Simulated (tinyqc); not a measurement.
Inside a calculation. Method: Hueckel theory of the pi electrons with the omega technique, for the molecule Bc1c[cH-]nc1 (SMILES; centres numbered as the heavy atoms are written). One step of it, computed by the program tinyqc.

Question. Energy, charges, bond orders. E = sum n x; q_r = z_r - P_rr; bond order p = P_rs; free valence = sqrt(3) - sum of p over the bonds of the atom.

final x values: [1.897248, 0.618197, 0.450007, -1.076894, -1.707688, -2.080868]

occupations: [2.000000, 2.000000, 2.000000, 0.000000, 0.000000, 0.000000]

final P, order 1B, 2C, 3C, 4C, 5N, 6C:
$$\begin{pmatrix}
0.140179 & 0.395298 & 0.160695 & -0.144298 & -0.153600 & 0.184960 \\
0.395298 & 1.172853 & 0.585905 & -0.196565 & -0.228114 & 0.616363 \\
0.160695 & 0.585905 & 1.147121 & 0.703283 & -0.214205 & -0.262214 \\
-0.144298 & -0.196565 & 0.703283 & 1.138233 & 0.601916 & -0.254011 \\
-0.153600 & -0.228114 & -0.214205 & 0.601916 & 1.279957 & 0.661671 \\
0.184960 & 0.616363 & -0.262214 & -0.254011 & 0.661671 & 1.121657
\end{pmatrix}$$

Centres:
```
centre  z_r, pi electrons of the neutral centre          h
1B                                            0  -1.000000
2C                                            1   0.000000
3C                                            1   0.000000
4C                                            1   0.000000
5N                                            1   0.500000
6C                                            1   0.000000
```

Bonds:
```
i  j         k
1  2  0.700000
2  3         1
3  4         1
4  5         1
5  6  1.000000
6  2         1
```

Give: pi energy = 6 alpha + this times beta; pi charges; Bond orders and lengths from R = 1.517 - 0.180 p; free valence of the carbons; gap between the highest filled and the next level.

Answer.

pi energy = 6 alpha + this times beta = 5.9309

pi charges: 1B -0.1402, 2C -0.1729, 3C -0.1471, 4C -0.1382, 5N -0.2800, 6C -0.1217

Bond orders and lengths from R = 1.517 - 0.180 p (angstrom, C-C alone):
```
bond       p       R
1-2   0.3953       -
2-3   0.5859  1.4115
3-4   0.7033  1.3904
4-5   0.6019       -
5-6   0.6617       -
6-2   0.6164  1.4061
```

free valence of the carbons: 2C 0.1345, 3C 0.4429, 4C 0.4269, 6C 0.4540

gap between the highest filled and the next level = 1.5269 |beta|
